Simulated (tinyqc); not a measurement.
Three descriptions against temperature: one anharmonic mode: perturbation theory, self-consistent phonons and exact levels. Computed by tinyqc, a small Python program. Command: `OMP_NUM_THREADS=1 python tinyqc.py 3025056 3025057 out.jsonl scp walk`. One thread of a shared host (Intel(R) Xeon(R) Processor @ 2.30GHz), about 0.03 s of CPU time with the checks.

V(x) = k x^2/2 + b x^4 for one coordinate x of mass M. A constant K > 0 gives hbar Omega = sqrt((hbar^2/u) K/M) with K in eV/angstrom^2 and M in u.

Inputs (values chosen for the exercise, for a model mode): mode mass M = 105 u; harmonic constant k = 37 eV/angstrom^2; quartic constant b = 361 eV/angstrom^4.

Shape: single well.

Constants: hbar^2/u = 4.18015928e-03 eV angstrom^2; k_B = 8.617333262e-05 eV/K.

Method:
- Self-consistent phonon, centred at x = 0: K = k + 12 b <x^2>, <x^2> = (hbar Omega/(2K)) coth(hbar Omega/(2 k_B T)).
- Its free energy is F = k_B T ln[2 sinh(hbar Omega/(2 k_B T))] + (k - K)<x^2>/2 + 3 b <x^2>^2, an upper bound to the exact one.
- Basis: oscillator states n of the constant |k|, with x = s (a + a+), s^2 = hbar Omega/(2|k|); H = hbar Omega (n + 1/2) + (k - |k|) x^2/2 + b x^4, with exact matrix elements of x^2 and x^4.
- Exact values use 120 basis states: F = -k_B T ln sum exp(-E_n/(k_B T)), and <x^2> is the Boltzmann mean.
- The classical <x^2> is int x^2 exp(-V/(k_B T)) dx / int exp(-V/(k_B T)) dx (2001 points over six exact widths each way).

Results:

| T (K) | hbar Omega, self-consistent (meV) | <x^2>, self-consistent | <x^2>, exact | F, self-consistent (meV) | F, exact (meV) | <x^2>, classical |
|---|---|---|---|---|---|---|
| 22 | 39.496 | 5.0399e-04 | 5.0414e-04 | 19.473 | 19.472 | 5.0936e-05 |
| 53 | 39.496 | 5.0416e-04 | 5.0431e-04 | 19.472 | 19.471 | 1.2172e-04 |
| 110 | 39.529 | 5.1937e-04 | 5.1957e-04 | 19.325 | 19.324 | 2.4906e-04 |
| 200 | 39.731 | 6.1201e-04 | 6.1262e-04 | 17.649 | 17.646 | 4.4345e-04 |
| 360 | 40.277 | 8.6536e-04 | 8.6795e-04 | 9.4372 | 9.4220 | 7.7186e-04 |
| 620 | 41.225 | 0.0013131 | 0.0013223 | -14.402 | -14.462 | 0.0012680 |
| 1100 | 42.824 | 0.0020926 | 0.0021234 | -79.256 | -79.486 | 0.0020946 |
| 1800 | 44.802 | 0.0030978 | 0.0031737 | -202.49 | -203.15 | 0.0031573 |

What does the comparison show, and why?

The self-consistent quantum hardens from 39.50 to 44.80 meV, since a wider spread samples the steep quartic walls. Its <x^2> misses by 0.0 % at the lowest T and -2.4 % at the highest; the excess in F runs from 0.001 to 0.667 meV. The classical value is 0.10 of the exact one at the lowest T and 0.995 at the highest.

Extremes, crossings and ranges named in words are read from the listed rows.
